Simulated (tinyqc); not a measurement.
# Stress in a transistor channel from embedded alloy regions, liners and fins, by half-space elasticity, step by step

A worked calculation. Computed by tinyqc, a small Python program that keeps every step. Command: `OMP_NUM_THREADS=1 python tinyqc.py 3021447 3021448 out.jsonl stressor walk`. One thread of a shared host (Intel(R) Xeon(R) Processor @ 2.30GHz), about 0.01 s of CPU time with the checks. Intermediate numbers are printed to about 6 digits and carried at full precision; extremes and crossings named in words are read from the listed rows.

Plane strain in an isotropic half-space, the same constants everywhere; x along the channel from its centre, y downwards from the free surface; stress is positive in tension.

Inputs (values chosen for the exercise, modelled on silicon):

| quantity | value | unit |
|---|---|---|
| alloy fraction x | 0.28 | - |
| lattice change per unit x, beta | 0.0414 | - |
| Young's modulus E | 165 | GPa |
| Poisson ratio nu | 0.26 | - |
| channel length L | 68 | nm |
| length of each stressor S | 50 | nm |
| recess depth d | 65 | nm |
| depth of the field point y | 3.4 | nm |
| liner stress | -1.7 | GPa |
| liner thickness t | 65 | nm |
| length of a cut fin or stripe | 740 | nm |
| height of the strained layer h | 14 | nm |
| longitudinal piezoresistance coefficient | 70.9 | 1e-11/Pa |
| vertical piezoresistance coefficient | -0.99 | 1e-11/Pa |

Stressor: Si(1-x)Ge(x) source and drain.

## Misfit and the pressure on the side walls

Misfit e = beta x. A fully constrained inclusion holds the stress -p with p = E e/(1 - 2 nu); a blanket film would hold -E e/(1 - nu) in the plane.

misfit e = 0.011592

p = 3.98475 GPa

stress of a blanket film = -2.58470 GPa

## Stress at the centre of the channel

A line element dA of misfit at (a, c) in the half-space gives, with C = E e/(2 pi (1 - nu)), X = x - a, r1^2 = X^2 + (y - c)^2, r2^2 = X^2 + Y^2, Y = y + c: s_xx = -C dA {[X^2 - (y - c)^2]/r1^4 + 3 [X^2 - Y^2]/r2^4 + 4 y Y (Y^2 - 3 X^2)/r2^6}, s_yy = C dA {[X^2 - (y - c)^2]/r1^4 - [X^2 - Y^2]/r2^4 + 4 y Y (Y^2 - 3 X^2)/r2^6}. These are integrated over two rectangles, L/2 < |a| < L/2 + S, 0 < c < d (closed form in a, 200 Gauss-Legendre points in c).

s_xx = -1207.22 MPa

s_yy = -0.173614 MPa

s_xx over the blanket-film stress = 0.467065

The channel is compressed along its length; s_yy is 1.4e-4 of s_xx in size and vanishes at the surface.

## Closed form at the surface

At x = y = 0 the integral is s_xx = -(4/pi) [E e/(1 - nu)] [arctan(2 d/L) - arctan(d/(L/2 + S))].

s_xx at the surface = -1416.07 MPa

For fixed L and S it is largest at d = sqrt((L/2)(L/2 + S)) = 53.4 nm; d is beyond that.

## A stressed liner, as two edge forces

The liner over source and drain ends at the gate, x = -/+ L/2, and pulls there with the force per width F = (liner stress) t along the surface. A tangential line force gives s_xx = (2 F/pi) X^3/(X^2 + y^2)^2 at the distance X; two of them add at the centre, X = L/2. For L > 3.5 y the concentrated force is an upper bound.

edge force F = -110.5 N/m

s_xx from the liner = -4056.49 MPa

Caution: the real force is spread over several liner thicknesses, so for a channel this short the concentrated force clearly overstates the stress.

## Mobility change, linear estimate

d mu/mu = -(pi_L s_xx + pi_z s_yy) for the embedded regions alone; the stress across the width is left out.

mobility change = 85.5920 %

The vertical stress supplies -1.7e-4 of these points. Caution: beyond a few hundred MPa bulk piezoresistance coefficients no longer describe an inversion layer well.

## Relaxation at the ends of a cut stripe

Shear-lag estimate for a stripe of length l and height h on a like substrate: the stress along it is s(x)/s_film = 1 - cosh(x/lam)/cosh(l/(2 lam)), lam = (pi/2) g h with g = 1.258; mean = 1 - (2 lam/l) tanh(l/(2 lam)).

transfer length lam = 27.6649 nm

share kept at the centre = 0.999997

share kept on average = 0.925230

The stripe is long enough to keep its strain at the centre. Caution: far from the ends the true relaxation falls as h/x, more slowly than the exponential of the shear-lag model.

## Along the channel and with depth

The formulas are those given above.

Stress (MPa):

| 2x/L | s_xx at y | s_yy at y | s_xx at d/2 | s_xx at 1.5 d |
|---|---|---|---|---|
| 0.0 | -1207.22 | -0.1736 | -234.373 | 176.223 |
| 0.2 | -1199.04 | 0.1964 | -243.885 | 180.759 |
| 0.4 | -1166.95 | 1.7426 | -276.680 | 194.604 |
| 0.6 | -1077.57 | 7.5913 | -342.998 | 217.995 |
| 0.8 | -800.44 | 52.4551 | -449.830 | 249.821 |

Near the surface s_xx changes by -34 % from the centre to 2x/L = 0.8. At the centre, s_xx at half the recess depth is 0.19 of its value at y, and below the recess -0.15. An element acts with the sign of X^2 - (y - c)^2, so its direct term reverses where the offset in depth exceeds the lateral distance, and the image terms that amplify the stress near the surface fade with depth.

## Shrinking the pitch

L and S are scaled together at fixed d, then S alone, then L alone.

S_xx at the centre (MPa):

| scale | L and S scaled | S alone | L alone |
|---|---|---|---|
| 0.35 | -254.96 | -495.29 | -1142.45 |
| 0.50 | -635.40 | -686.11 | -1274.64 |
| 0.70 | -960.79 | -915.20 | -1294.65 |
| 1.00 | -1207.22 | -1207.22 | -1207.22 |
| 1.40 | -1293.91 | -1515.64 | -1035.75 |
| 2.00 | -1222.51 | -1852.46 | -794.79 |
| 3.00 | -1005.50 | -2211.39 | -515.72 |

Halving S alone keeps 0.57 of the stress, halving L alone gives 1.06, and halving both 0.53: a shorter channel brings the walls closer, a shorter stressor brings its far wall, which pulls the other way, closer too. Neighbouring devices are left out.

Checks made by the program: surface stress against its closed form; zero normal stress at the surface (relative difference below 1e-10).
